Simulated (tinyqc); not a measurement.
Sharp and graded interfaces: valley splitting in a one-orbital chain of atomic planes (second-neighbour model).

Each (001) plane carries one orbital with energy e0, hopping v to the next plane and u to the second: E(phi) = e0 + 2 v cos(phi) + 2 u cos(2 phi), where phi = pi - k a/4 (the sign of every second orbital is chosen so that v > 0, which shifts the phase by pi). The minimum lies at cos(phi0) = -v/(4u), phi0 = pi - (pi/2) k0 for a valley at k0 (2 pi/a), and e0 puts it at zero. A slab of N planes has hard walls: the matrix simply ends.

A well of Nw planes between barriers of 40 planes each (as of a SiGe alloy, taken as an offset alone). With x = j - 39.5 for plane j = 0, 1, ..., the potential is V0 (f(x) + f(Nw - x)) + F (j - 40) a/4, f(y) = 1/(1 + exp(y/L)), a step for L = 0; L is in planes, 4 L is about the distance over which f goes from 0.88 to 0.12, and 1 MV/m = 1e-4 V/angstrom.

Inputs chosen for the exercise (near those of the Delta valleys of silicon; abrupt walls in this chain split the valleys several times more than measured wells; not measured data): a = 5.425 angstrom (lattice constant; planes lie a/4 apart); V0 = 0.1 eV (barrier height); F = 15 MV/m (field); Nw = 69 (planes in the well).

u = 0.606885 eV
v = 0.625838 eV
e0 = 1.375116 eV

The lowest doublet for several interface widths L.

Doublet:
```
L (planes)  4 L (angstrom)  mean level (meV)  splitting (micro-eV)
0.00                  0.00             37.27               2105.21
0.25                  1.36             37.41               1162.03
0.50                  2.71             37.62                240.01
0.75                  4.07             37.90                 42.84
1.00                  5.42             38.24                  7.67
1.50                  8.14             39.11                  1.53
2.00                 10.85             40.13                  1.72
```

The mean level moves by +2.9 meV over the table, while the splitting falls from 2105.2 micro-eV at a step to 7.67 at L = 1 plane, a factor 275. Coupling the valleys needs the Fourier component of the potential at twice the valley wave vector, a period of a few planes, and grading removes it. Random alloy disorder, left out here, sets the splitting once this part is gone.

Computed by tinyqc, a small Python program: `OMP_NUM_THREADS=1 python tinyqc.py 1451462 1451463 out.jsonl` (the numbers bound the seed that draws the inputs); one thread of a shared host (Intel(R) Xeon(R) Processor @ 2.30GHz), about 0.02 s for the whole set of steps.
